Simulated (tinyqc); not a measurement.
Berg model of reactive sputtering of a nitride or oxide: poisoning, hysteresis and pumping speed. From rate relative to clean metal back to compound yield Y_c. Computed by tinyqc, a small Python program. Command: `OMP_NUM_THREADS=1 python tinyqc.py 3014193 3014194 out.jsonl berg inv`. One thread of a shared host (Intel(R) Xeon(R) Processor @ 2.30GHz), about 0.03 s of CPU time with the checks.

A diatomic gas reacts with bare metal on the target and on the collecting surfaces; ions remove metal and compound from the target. theta_t and theta_c are the compound fractions.

Inputs (values chosen for the exercise, close to those used for tantalum nitride):
```
quantity,value,unit
ion current density J,10,mA/cm^2
target area A_t,250,cm^2
collecting area A_c,5100,cm^2
metal yield Y_m,0.54,-
sticking coefficient alpha,0.79,-
reactive atoms per metal atom z,1,-
gas mass M,28,u
pumping speed S,52,l/s
gas temperature T,300,K
reactive partial pressure P,0.02,Pa
```

Constants: e = 1.602176634e-19 C; u = 1.6605390666e-27 kg; k_B = 1.380649e-23 J/K.

Method. Ion flux j = J/e; gas flux F = P/sqrt(2 pi M k_B T). Target: (2/z) alpha F (1 - theta_t) = j Y_c theta_t. Sputtered flows F_c = j Y_c theta_t A_t, F_m = j Y_m (1 - theta_t) A_t. Collector: (2/z) alpha F (1 - theta_c) A_c + F_c (1 - theta_c) = F_m theta_c. Gas use Q = alpha F [(1 - theta_t) A_t + (1 - theta_c) A_c] + P S/(k_B T); 1 sccm = 4.4780e17 molecules/s. Rate R = F_m + F_c, given relative to j Y_m A_t.

Task: A run gave the result below. Find the compound yield Y_c, known to lie between 0.13 and 0.32.

rate relative to clean metal = 0.4911473

Result:

Each step takes the trial c = (a f_b - b f_a)/(f_b - f_a), f being the result less the target and a, b, c the logarithms of the listed values; c replaces end b, the old b replaces a if the sign of f changed, and otherwise f_a is halved.

Scan of the range:
```
compound yield Y_c,rate relative to clean metal
0.130,0.302996
0.151,0.347341
0.176,0.398644
0.204,0.454268
0.237,0.517463
0.275,0.587246
0.320,0.666021
```

False position (Illinois rule, in the logarithm of the input) inside the bracket:
```
step,end a,end b,trial,rate relative to clean metal
1,0.204000,0.237000,0.222655,0.490297
2,0.237000,0.222655,0.223090,0.491129
3,0.237000,0.223090,0.223109,0.491165
4,0.223090,0.223109,0.223100,0.491147
```

Rate relative to clean metal rises at every point of a 13-point scan of the range (every second point is shown), so one value fits; it is bracketed by 0.204 and 0.237. Answer: compound yield Y_c = 0.2231.

Caution: here dQ/dP is negative, a branch that flow control cannot hold.
